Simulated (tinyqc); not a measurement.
# Deformation potential from the mobility gain

Problem. Tension X along [100] raises the x valleys by D = Xu (s11 - s12) X against the y and z valleys. Their share is f = w/(w + 2), w = exp(-D/Vt), and for current along [100] mu/mu0 = [f/ml + (1 - f)/mt]/[(1/ml + 2/mt)/3]. Find f, D and Xu.

Inputs (values chosen for the exercise); values close to those of silicon: temperature T = 300 K; compliance s11 = 7.52 1/TPa; compliance s12 = -2.17 1/TPa; longitudinal mass ml = 0.945 m0; transverse mass mt = 0.191 m0.

Constants: q = 1.602176634e-19 C, kB = 1.380649e-23 J/K, Vt = kB T/q. Results are converted to the units shown.

mu/mu0 = 1.35325082
X = 1200 MPa

Solution. The gain is linear in f; w = 2 f/(1 - f).

f = 0.008349
D = 105.6 meV
Xu = 9.080 eV

tinyqc, about 0.01 s, one thread, Intel Xeon 2.30GHz (shared host): `OMP_NUM_THREADS=1 python tinyqc.py 2530012 2530013 out.jsonl`
